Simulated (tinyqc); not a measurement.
Level against strength of the defect: Koster-Slater impurity in an sp3s* host.

sp3s* tight binding, nearest neighbours only: anion (a) at 0, cation (c) at a/4 (1,1,1), orbitals s, px, py, pz, s* on each; k in units of 2 pi/a. With phases e_j = exp(i (pi/2) k.n_j) for n = (1,1,1), (1,-1,-1), (-1,1,-1), (-1,-1,1): g0 = (e1+e2+e3+e4)/4, g1 = (e1+e2-e3-e4)/4, g2 = (e1-e2+e3-e4)/4, g3 = (e1-e2-e3+e4)/4. The diagonal holds the levels Esa, Epa, Exa (s*) and Esc, Epc, Exc. Anion-cation block: <sa|sc> = Vss g0; <sa|xc> = Vsapc g1; <xa|sc> = -Vscpa g1; <xa|xc> = Vxx g0; <xa|yc> = <ya|xc> = Vxy g3, <xa|zc> = <za|xc> = Vxy g2, <ya|zc> = <za|yc> = Vxy g1; <s*a|xc> = Vxapc g1; <xa|s*c> = -Vpaxc g1; y and z take g2 and g3 in place of g1; s-s* and s*-s* vanish.

A defect on a cation site (c) shifts the s level there by Vs or the three p levels by Vp and leaves the rest. A level in the gap solves 1/Vs = G_s(E) (symmetry A1) or 1/Vp = G_p(E) (T2, threefold), with G(E) = (1/N^3) sum over k and bands of w/(E - e), where w is the weight of the state on the s orbital of that site, or the mean weight on its px, py, pz. Mesh: k = f1 (-1,1,1) + f2 (1,-1,1) + f3 (1,1,-1), f = (j + 1/2)/N, j = 0 to N - 1. Energies from the top of the valence band at Gamma; the s* orbital of the site is left as it is. An infinite shift removes the s or p orbitals, the model of the ideal vacancy: G(E) = 0.

Values chosen for the exercise (out of a larger set: near a published set for SiC; not measured data): p = (-8.397, 2.117, -4.851, 4.367, 9.66, 9.259, -12.444, 3.032, 5.938, 9.502, 9.268, 8.689, 4.387) eV (order Esa, Epa, Esc, Epc, Exa, Exc, Vss, Vxx, Vxy, Vsapc, Vscpa, Vxapc, Vpaxc); N = 4 (mesh).

Eg (smallest gap of the host) = 2.37015 eV

A dash: no level in the gap from 0 to Eg. The last row is the ideal vacancy.

Levels (eV above the valence band):
```
shift (eV)     A1     T2
-40         1.191  1.145
-20         2.159  1.460
-12             -  1.783
-8              -  2.030
-5              -  2.234
-3              -  2.351
+3              -      -
+5              -      -
+8              -      -
+12             -  0.021
+20             -  0.241
+40             -  0.491
vacancy         -  0.804
```

A1: a level lies in the gap for the attractive shifts -20 and -40 eV, and no repulsive one does; G has no zero in the gap, so there is no vacancy level there and a strong enough shift drives the level out through the far edge. T2: a level lies in the gap for the attractive shifts -3, -5, -8, -12, -20 and -40 eV and for the repulsive +12, +20 and +40 eV; both branches tend to the vacancy level, 0.804 eV, which pins them. A level passes the edges where the shift equals 1/G, a value that is sensitive to the mesh there: on this one 1/G(0) = -304.5 and 1/G(Eg) = -17.0 eV for s, 11.4 and -2.6 eV for p.

Computed by tinyqc, a small Python program: `OMP_NUM_THREADS=1 python tinyqc.py 1450559 1450560 out.jsonl` (the numbers bound the seed that draws the inputs); one thread of a shared host (Intel(R) Xeon(R) Processor @ 2.30GHz), about 0.01 s for the whole set of steps.
